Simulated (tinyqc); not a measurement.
Inside a calculation. Method: lattice vibrations of a chain. Computed by tinyqc, a small Python program that keeps every step. Command: `OMP_NUM_THREADS=1 python tinyqc.py 28647 28648 out.jsonl` (the two numbers bound the seeds that draw the settings). One thread of a shared host (Intel(R) Xeon(R) Processor @ 2.60GHz), about 0.01 s of CPU time with the checks.

## Dynamical matrix at q = 0.11

A chain moving along its axis:
```
atom  mass (u)  spring to the next atom (eV/angstrom^2)
1     114.8000                                   8.7000
2      59.3000                                  29.6000
3       9.3000                                  26.5000
```

q is in units of 2 pi/a. A spring k from atom i to atom j, n cells on, adds k to Phi_ii and Phi_jj, -k exp(2 pi i q n) to Phi_ij and the conjugate to Phi_ji (for one atom a cell: 2k (1 - cos 2 pi q n)); D_ij = Phi_ij / sqrt(m_i m_j).

D(q) (eV/(angstrom^2 u)):
```
[[0.3066, -0.1054, -0.6249+0.5170i],
 [-0.1054, 0.6459, -1.2604],
 [-0.6249-0.5170i, -1.2604, 6.0323]]
```

## Frequencies

omega^2 are the eigenvalues; wavenumber = 521.4708 sqrt(eigenvalue) 1/cm.

eigenvalues: [0.0138, 0.5600, 6.4110]

wavenumbers (1/cm): [61.2, 390.2, 1320.4]

weights |e|^2 of the mass-weighted modes, order atom 1, atom 2, atom 3:
```
[[0.6341, 0.3501, 0.0159],
 [0.3162, 0.6397, 0.0442],
 [0.0498, 0.0103, 0.9399]]
```

## Dispersion and heat capacity

C/k_B per atom = mean over q = (j + 1/2)/80, j = 0..39 and all branches of y^2 e^y/(e^y - 1)^2, y = hc wavenumber / k_B T.

Wavenumbers (1/cm):
```
q       branch 1  branch 2   branch 3
0.0000    0.0000  395.4542  1320.2238
0.0625   34.9426  393.7559  1320.2690
0.1250   69.4230  388.7230  1320.3976
0.1875  102.9349  380.5547  1320.5898
0.2500  134.8570  369.6390  1320.8162
0.3125  164.3048  356.6877  1321.0423
0.3750  189.7835  343.0726  1321.2337
0.4375  208.4544  331.5506  1321.3614
0.5000  215.6741  326.7191  1321.4062
```

Heat capacity:
```
T (K)  C/k_B per atom
20             0.0549
50             0.1441
100            0.2953
200            0.5014
300            0.6040
600            0.7963
1200           0.9321
```

zero-point energy per atom = 37.4719 meV
